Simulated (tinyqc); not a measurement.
Internal photoemission over an interface barrier: one step of the calculation.

Electrons are excited from a metal over the barrier Phi(F) = P0 - sqrt(q F/(4 pi eps0 ei)), whose top lies at xm = sqrt(q/(16 pi eps0 ei F)). The yield is Y = A (hv - Phi)^p exp(-xm/l), with A = 1 here.

Task. Barrier in the field. Lowering P0 - Phi, barrier, position of its top, scattering factor and threshold wavelength.

Values chosen for this exercise; dielectric values close to those of hafnium oxide:
```
symbol  value   unit                              meaning
P0       1.63     eV                barrier at zero field
ei       4.39                    image-force permittivity
l           2     nm  scattering length in the image well
F         3.3  MV/cm              field in the dielectric
```

Constants: q = 1.602176634e-19 C, h = 6.62607015e-34 J s, c = 299792458 m/s, eps0 = 8.8541878128e-14 F/cm where lengths are in cm. Results are converted to the units shown.

Give: lowering; Phi; xm; exp(-xm/l); threshold wavelength h c/(q Phi).

Result.

lowering = 329.0 meV
Phi = 1.301 eV
xm = 0.4985 nm
exp(-xm/l) = 0.7794
threshold wavelength h c/(q Phi) = 953.0 nm

Program tinyqc, `OMP_NUM_THREADS=1 python tinyqc.py 2410022 2410023 out.jsonl`; Intel Xeon 2.30GHz, shared host, one thread, about 0.01 s.
